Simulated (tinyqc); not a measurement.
# MOSFET in the linear regime without short-channel effects, parameter extraction from computed curves, step by step

Program tinyqc, `OMP_NUM_THREADS=1 python tinyqc.py 2210053 2210054 out.jsonl`; Intel Xeon 2.30GHz, shared host, one thread, about 0.01 s. Printed values are rounded.

Inversion charge Q = Cox n Vt W0(exp((Vg - VT)/(n Vt))), W0 the Lambert function and n = nf; u = Q/Cox; mobility mu = mu0/(1 + th1 u + th2 u^2); channel resistance Rch = (L - dL)/(W mu Q); Id = Vd/(Rch + Rsd/W). Cox = eps0 eox/tox. Small Vd, no channel-length or drain effects.

Inputs (values chosen for the exercise); channel values of the order met in silicon transistors: temperature T = 300 K; relative permittivity of the gate insulator (close to silicon dioxide) eox = 3.9; insulator thickness tox = 3.1 nm; low-field mobility mu0 = 220 cm^2/(V s); first mobility attenuation factor th1 = 0.71 1/V; second mobility attenuation factor th2 = 0 1/V^2; threshold voltage VT = 0.31 V; body factor nf = 1.2; gate width W = 1 um; drawn gate length L = 0.16 um; drawn less effective length dL = 0.014 um; source plus drain resistance Rsd = 330 ohm um; drain voltage Vd = 0.05 V.

Constants: q = 1.602176634e-19 C, kB = 1.380649e-23 J/K, Vt = kB T/q, eps0 = 8.8541878128e-14 F/cm where lengths are in cm. Results are converted to the units shown.

## Transfer curve

| point | Vg (V) |
|---|---|
| 0 | 0.15 |
| 1 | 0.23 |
| 2 | 0.31 |
| 3 | 0.39 |
| 4 | 0.47 |
| 5 | 0.55 |
| 6 | 0.63 |
| 7 | 0.71 |
| 8 | 0.79 |

u, mu, Rch and Id as defined.

| point | u (V) | mu (cm^2/(V s)) | Rch (ohm) | Id (uA) |
|---|---|---|---|---|
| 0 | 1.77537e-4 | 219.972 | 3.35618e6 | 0.0148964 |
| 1 | 0.00219293 | 219.658 | 2.72100e5 | 0.183533 |
| 2 | 0.0175941 | 217.286 | 34284.8 | 1.44447 |
| 3 | 0.0596948 | 211.055 | 10403.3 | 4.65841 |
| 4 | 0.118440 | 202.935 | 5453.16 | 8.64580 |
| 5 | 0.184662 | 194.499 | 3649.27 | 12.5651 |
| 6 | 0.254688 | 186.310 | 2762.21 | 16.1696 |
| 7 | 0.326940 | 178.553 | 2245.26 | 19.4155 |
| 8 | 0.400634 | 171.280 | 1910.06 | 22.3208 |

## Threshold and mobility at the peak transconductance

gm_i = (Id_(i+1) - Id_(i-1))/(Vg_(i+1) - Vg_(i-1)); at the point j of largest gm the tangent meets the axis at V_ext = Vg_j - Id_j/gm_j; field-effect mobility gm_j L/(W Cox Vd) with the drawn L.

| point | gm (uS) |
|---|---|
| 1 | 8.93482 |
| 2 | 27.9680 |
| 3 | 45.0083 |
| 4 | 49.4168 |
| 5 | 47.0240 |
| 6 | 42.8152 |
| 7 | 38.4447 |

j = 4
V_ext = 0.295044 V
field-effect mobility = 141.962 cm^2/(V s)

V_ext is 15 mV below the model VT, and the mobility so found is 41 % below mu0 L/(L - dL) = 241 cm^2/(V s), the value for the drawn L; attenuation, series resistance and the slow approach of Q to a straight line all lower the peak gm.

## The Y function

Y_i = Id_i/sqrt(gm_i). For Id = beta Vd x/(1 + th x), x = Vg - VT, Y = sqrt(beta Vd) x whatever th. Slope s from points 4 and 7; VT_Y = Vg - Y/s at point 7; beta = s^2/Vd; mobility beta L/(W Cox) with the drawn L; th* = (beta Vd x/Id - 1)/x at point 7.

| point | Y (uA^0.5 V^0.5) |
|---|---|
| 1 | 0.0614004 |
| 2 | 0.273135 |
| 3 | 0.694371 |
| 4 | 1.22989 |
| 5 | 1.83234 |
| 6 | 2.47116 |
| 7 | 3.13135 |

s = 7.92273 uA^0.5 V^-0.5
VT_Y = 0.314764 V
beta = 1255.39 uA/V^2
mobility from Y = 180.322 cm^2/(V s)
th* = 0.702823 1/V

The mobility from Y is 25 % below mu0 L/(L - dL) = 241 cm^2/(V s), which it should reach in deep inversion when th2 = 0. th* compares with th1 + mu0 Cox Rsd/(L - dL) = 1.26 1/V, since series resistance enters like th1. The match is poor here: at these overdrives Q is not yet a straight line in Vg.
